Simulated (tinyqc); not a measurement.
Worked calculation: dielectric confinement in a thin film (image charges). Values are carried at full precision from step to step, so a last printed digit may differ when a step is redone from the rounded ones.

A film |z| < t/2 of dielectric constant eps between half-spaces of dielectric constant e2; lam = (eps - e2)/(eps + e2), q = e^2/(4 pi eps0). The self-energy of a band edge is taken with the high-frequency value, e2 = eh, and the field of a fixed ion with the static one, e2 = eo. A charge at z has images lam^|n| at n t + (-1)^n z. Its self-energy is S(z) = (q/2 eps) sum over n >= 1 of lam^n [1/(n t - 2z) + 1/(n t + 2z)] for odd n and 2 lam^n/(n t) for even n; at the centre S(0) = -(q/(eps t)) ln(1 - lam).

Constants: e^2/(4 pi eps0) = 14.39964547 eV angstrom; hbar^2/2m0 = 3.80998211 eV angstrom^2; Ry = 13.60569312 eV.

Parameters, chosen for this exercise (near those of a Si (100) film, two-fold valleys, between layers of SiO2; the results hold for these values, not for the real material): t = 88 angstrom (film thickness); eps = 12 (dielectric constant of the film); eh = 2.1 (high-frequency dielectric constant outside); mz = 0.887 m0 (mass across the film); eo = 3.9 (static dielectric constant outside); m = 0.188 m0 (mass in the plane).

## Images for a charge at the centre

Give lam, the first five terms (q/eps) lam^n/(n t), their sum and the closed form.

lam = 0.7021

terms (meV): 9.57  3.36  1.57  0.83  0.47

sum of five = 15.80 meV
S(0) = 16.51 meV

The surroundings screen less than the film, so the images repel and each band edge moves outwards: the gap changes by about 2 S = +33 meV. The static value 3.9 would give S(0) = +9.7 meV.

## Self-energy across the film

S at 2z/t = 0, 0.2, 0.4, 0.6, 0.8 and 0.9, summed to n = 399.

Self-energy:
```
2z/t  z (angstrom)  S (meV)
0.0            0.0    16.51
0.2            8.8    16.92
0.4           17.6    18.37
0.6           26.4    21.97
0.8           35.2    33.67
0.9           39.6    57.51
```

Towards the wall S diverges as (q lam/4 eps)/(distance), an artefact of the abrupt interface that the vanishing envelope makes harmless.

## Shift of the subband edge

First order: <S> over the envelope (2/t) cos^2(pi z/t), beside the confinement energy c (pi/t)^2/mz, c = hbar^2/2m0.

<S> = 18.64 meV
confinement energy = 5.47 meV

|<S>| is 3.40 times the confinement energy; the first goes as 1/t and the second as 1/t^2, so they are equal at t = 26 angstrom.

## Binding of a donor

Donor at the centre, lam from the static eo, trial function cos(pi z/t) exp(-rho/l): E(l) = c/(m l^2) - (q/eps) times the integral over k of F(k t) (1 + (k l/2)^2)^(-3/2), with F(x) = F0 + 2 lam exp(-x) G/(1 - lam exp(-x)), F0 = 2[(1 - exp(-x/2))/x + x (1 + exp(-x/2))/(x^2 + 4 pi^2)], G = 2 sinh(x/2)[1/x - x/(x^2 + 4 pi^2)]; c = hbar^2/2m0. The binding energy is -E at the minimum, counted from the subband edge with its self-energy.

Minimise over l with and without images (lam = 0); Ry* = Ry m/eps^2.

Donor:
```
case         l (angstrom)  binding (meV)  in Ry*
no images            36.3           28.1    1.58
with images          34.8           46.6    2.62
```

Ry* = 17.76 meV

The images change the binding by +18.5 meV, against -2 (q/(eps t)) ln(1 - lam) = +19.4 meV for an orbit much smaller than t. At 300 K the binding is 1.8 kB T. The next even subband, the first that a centred donor mixes in, lies within about the binding energy, so one cosine is a poor basis and the binding is understated. The film is 2.6 times a* = a0 eps/m thick, where this separable function underbinds.

## Checks

- S(0) from the series against the closed form, meV: both 16.51.
- F(2.3) for lam = 0.7021 from a direct sum over images against the closed form: both 0.8945.

Computed by tinyqc, a small Python program: `OMP_NUM_THREADS=1 python tinyqc.py 1281975 1281976 out.jsonl` (the numbers bound the seed that draws the inputs); one thread of a shared host (Intel(R) Xeon(R) Processor @ 2.30GHz), about 0.06 s for the whole set of steps.
